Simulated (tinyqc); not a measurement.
Width of the well: polar nitride quantum well with polarisation fields.

Growth along [0001]. e_par = (a_sub - a)/a, Ppz = 2 e_par (e31 - e33 C13/C33), P = Psp + Ppz in each layer; strain relaxation and the strain shift of the gaps are left out, although thick layers with more than about 1 % mismatch would relax.

In a periodic stack without free charge the potential drop over a period vanishes: F_w = (P_b - P_w) Lb/(eps0 (eps_w Lb + eps_b Lw)), F_b = -F_w Lw/Lb, eps0 = 8.8541878e-12 F/m; 1 MV/cm = 1e8 V/m = 0.01 V/angstrom.

Envelope functions on cells of 0.25 angstrom over barrier, well, barrier (widths Lb, Lw, Lb), psi = 0 beyond, psi'/m continuous (mean mass between points), c = hbar^2/2m0. With u(z) the integral of e F (F_w in the well, F_b = -F_w Lw/Lb in the barriers, 1 MV/cm = 0.01 V/angstrom), zero at the centre of the well, the electron sees u plus Vc in the barriers and the hole -u plus Vv. The transition is Eg + E_e + E_h; excitons are left out.

Constants: hbar^2/2m0 = 3.80998211 eV angstrom^2; hc = 1239.841984 eV nm.

Inputs chosen for the exercise (near those of a GaN well in AlGaN; the results hold for these values, not for the real material):
- a_w = 3.189 angstrom (lattice constant a, well)
- a_b = 3.174 angstrom (lattice constant a, barrier)
- a_sub = 3.174 angstrom (in-plane lattice constant of the stack)
- Psp_w = -0.0346 C/m^2 (spontaneous polarisation)
- Psp_b = -0.0419 C/m^2 (spontaneous polarisation)
- e31_w = -0.352 C/m^2
- e31_b = -0.358 C/m^2
- e33_w = 0.65 C/m^2
- e33_b = 0.799 C/m^2
- C_w = 0.261 (C13/C33)
- C_b = 0.267 (C13/C33)
- eps_w = 10.3 (dielectric constant)
- eps_b = 10.3 (dielectric constant)
- Lb = 60 angstrom (barrier width)
- Eg = 3.44 eV (gap of the well)
- Vc = 0.278 eV (conduction offset)
- Vv = 0.131 eV (valence offset)
- me = 0.2 m0 (electron, well)
- meb = 0.223 m0 (electron, barrier)
- mh = 1.58 m0 (hole, everywhere)
- Ls = (12, 18, 24, 30, 36, 45) angstrom (well widths)

Field, levels and overlap anew for each width.

Results:
```
Lw (angstrom)  F_w (MV/cm)  E (eV)  E without field (eV)  overlap^2  ln overlap^2
12                  -1.115  3.6579                3.6775      0.702         -0.35
18                  -1.030  3.5738                3.6100      0.594         -0.52
24                  -0.956  3.5091                3.5660      0.426         -0.85
36                  -0.837  3.4127                3.5162      0.152         -1.88
45                  -0.765  3.3570                3.4958     0.0554         -2.89
```

Give the missing row, Lw (angstrom) = 30.

Computed row:
```
Lw (angstrom)  F_w (MV/cm)  E (eV)  E without field (eV)  overlap^2  ln overlap^2
30                  -0.892  3.4568                3.5366      0.268         -1.32
```

The red shift grows from 20 to 139 meV. The line drops below Eg between 30 and 36 angstrom, which a square well can never do. Over the last two rows dE/dLw = -6.2 meV per angstrom, against -|e F_w| = -7.6 in the last row; the field itself weakens by 31 % over the table, since a wider well shares the drop with the barrier. The overlap falls by a factor 12.7.

(tinyqc, `OMP_NUM_THREADS=1 python tinyqc.py 1252668 1252669 out.jsonl`, Intel(R) Xeon(R) Processor @ 2.30GHz, 1 thread, shared host, about 0.06 s.)
